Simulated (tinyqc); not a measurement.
Undoped gate-all-around wire MOSFET, analytic charge model: course of the iteration: charge at the source by Newton steps.

An undoped round wire of radius R under an insulator shell and a surrounding gate; long channel, electrons only, n = ni exp((psi - V)/Vt) with V the quasi-Fermi potential (0 at the source, Vd at the drain), constant mobility, no quantisation. The radial Poisson equation gives n(r) = n(0)/(1 - (1 - b) r^2/R^2)^2 with b = Q0/(Q + Q0). Q is the electron charge per area of the wire surface.

With V = 0: f = Q/Cox + Vt ln(Q/Q0) + Vt ln(1 + Q/Q0) - (Vg - V0); f' = 1/Cox + Vt/Q + Vt/(Q + Q0); Q(new) = Q - f/f'.

Stop when Q changes by less than 1e-8 nC/cm^2, or after 40 iterations.

Values chosen for this exercise: temperature T = 273 K; gate voltage Vg = 0.93 V.

Constants: q = 1.602176634e-19 C, kB = 1.380649e-23 J/K, Vt = kB T/q. Results are converted to the units shown.

Q at the start = 24 nC/cm^2
Cox = 3.42683 uF/cm^2
Q0 = 239.542 nC/cm^2
V0 = 0.577620 V

Course of the iteration:
```
iteration,Q (nC/cm^2),|change| (nC/cm^2)
1,315.819,292
2,888.252,572
3,964.607,76.4
4,965.006,0.399
5,965.006,9.82e-6
6,965.006,< 1e-10
```

Did this iteration meet its convergence test, and what does its course show?

Yes. Converged in 6 iterations. At the end the number of correct digits about doubles with each step.

Range of the model: In a wire this thin, quantum confinement raises the threshold; it is left out. The surface density at the source passes 0.3 Nc, where Boltzmann statistics fail. mu V/L, with V the smaller of Vd and Vg - V0, passes 3e6 cm/s, so velocity saturation, left out here, would lower the current.

Computed by the program tinyqc: `OMP_NUM_THREADS=1 python tinyqc.py 2460044 2460045 out.jsonl`, one thread of a shared Intel Xeon 2.30GHz, about 0.02 s for the whole run.
